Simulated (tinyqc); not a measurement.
# One gate, two gates and a surrounding gate

Below threshold the potential that source and drain add obeys Laplace's equation, vanishes on the gates and decays along the channel as exp(-k y). The same ts (depleted depth over a conducting body, body thickness or wire diameter), ti and permittivities in three geometries; k is the smallest positive root of: one gate, f(k) = eps_r sin(k ti) cos(k ts) + ei cos(k ti) sin(k ts); two gates, f(k) = ei cos(k ti) cos(k ts/2) - eps_r sin(k ti) sin(k ts/2); wire, f(k) = ei J0(u)[J1(u) Y0(v) - Y1(u) J0(v)] - eps_r J1(u)[J0(u) Y0(v) - Y0(u) J0(v)], u = k ts/2, v = u + k ti. Parabolic estimates of l: sqrt((eps_r/ei) ts ti); sqrt((eps_r/(2 ei)) ts ti (1 + ei ts/(4 eps_r ti))); sqrt([2 eps_r ts^2 ln(1 + 2 ti/ts) + ei ts^2]/(16 ei)), in the same order.

Parameters, values chosen for the exercise; permittivities: semiconductor made up, insulator close to that of aluminium oxide: relative permittivity of the semiconductor eps_r = 11.6; relative permittivity of the insulator ei = 9.07; insulator thickness ti = 1.4 nm; wire diameter ts = 5.7 nm.

Scale lengths (nm):
```
	Lambda = pi/k	l = 1/k	l(parabolic)
one gate over a conducting body	7.378	2.349	3.195
two gates	9.126	2.905	3.027
wire	5.947	1.893	2.026
```

What does the table show?

The wire has the shortest scale length, 0.652 times that of the double gate; the single gate over a conducting body has 0.809 times it, its layer ending directly on a conductor where the double gate has a second insulator. The parabolic estimates are 36 % above, 4.2 % above and 7.0 % above the exact l, in the order of the rows.

Numbers from tinyqc (`OMP_NUM_THREADS=1 python tinyqc.py 2420111 2420112 out.jsonl`; about 0.01 s on one thread of a shared Intel Xeon 2.30GHz).
